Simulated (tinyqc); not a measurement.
Grain growth, pinning, strength and diffusional creep of a polycrystal or thin film: one step, computed by the program tinyqc. Command: `OMP_NUM_THREADS=1 python tinyqc.py 3001084 3001085 out.jsonl grain walk`. One thread of a shared host (Intel(R) Xeon(R) Processor @ 2.30GHz), about 0.01 s of CPU time with the checks.

One mean grain size d describes the structure.

Question. Mobility and the sizes at which growth stops. M = M0 exp(-Q_m/(k_B T)). The driving pressure is 2 gamma/d. Zener pinning pressure 3 f gamma/(2 r) stops growth at d_Z = 4 r/(3 f). Grooves where boundaries meet the surface have the angle theta = arcsin(gamma/(2 gamma_s)) and are taken to stop growth at d_h = h/(2 theta), a few film thicknesses; the limit is 1/d_lim = 1/d_Z + 1/d_h.

Inputs (values chosen for the exercise, modelled on nickel):

| quantity | value | unit |
|---|---|---|
| boundary energy gamma | 0.89 | J/m^2 |
| mobility prefactor M0 | 2.9e-05 | m^4/(J s) |
| activation energy of boundary motion Q_m | 1.52 | eV |
| anneal temperature T | 771 | K |
| particle volume fraction f | 0.0024 | - |
| particle radius r | 16 | nm |
| film thickness h | 86 | nm |
| surface energy gamma_s | 2.4 | J/m^2 |

Sample: thin film on a substrate.

Constants: k_B = 8.617333262e-05 eV/K.

Give: mobility M; Zener size d_Z; groove angle theta; groove limit d_h; limit d_lim.

Answer.

mobility M = 3.3624e-15 m^4/(J s)

Zener size d_Z = 8888.9 nm

groove angle theta = 0.18650 rad

groove limit d_h = 230.57 nm

limit d_lim = 224.74 nm

The grooves set the tighter limit.
